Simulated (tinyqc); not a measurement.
Frequency dispersion of an accumulation capacitance by border traps, distributed model: one step of the calculation.

Traps spread evenly through the insulator exchange electrons with the semiconductor by tunnelling, with tau(x) = t0 exp(2 ka x) at depth x from the interface. The admittance per area Y seen at depth x obeys dY/dx = -Y^2/(i w eps0 eox) + q Nb ln(1 + i w tau)/tau, with Y(0) = i w Cs and w = 2 pi f; the gate sees Y(tox) = G + i w C. Working variable y = Y/(i w), in uF/cm^2. Cox = eps0 eox/tox.

Problem. Capacitance and conductance at the gate. Beyond xe the traps are ignored, so 1/y(tox) = 1/y(xe) + (tox - xe)/(eps0 eox); C = Re y, G/w = -Im y, loss tangent G/(w C).

Inputs (values chosen for the exercise); permittivity close to that of aluminium oxide: relative permittivity of the insulator eox = 8.18; insulator thickness tox = 4.9 nm; depth down to which the steps are taken xe = 2.6 nm.

Constants: eps0 = 8.8541878128e-14 F/cm where lengths are in cm. Results are converted to the units shown.

y at xe = 2.2154714-0.1959357i uF/cm^2

Give: y at the gate; C; G/w; loss tangent.

Solution.

y at the gate = 1.3030-0.0674i uF/cm^2
C = 1.3030 uF/cm^2
G/w = 0.067426 uF/cm^2
loss tangent = 0.051748

Program tinyqc, `OMP_NUM_THREADS=1 python tinyqc.py 2202046 2202047 out.jsonl`; Intel Xeon 2.30GHz, shared host, one thread, about 0.4 s.
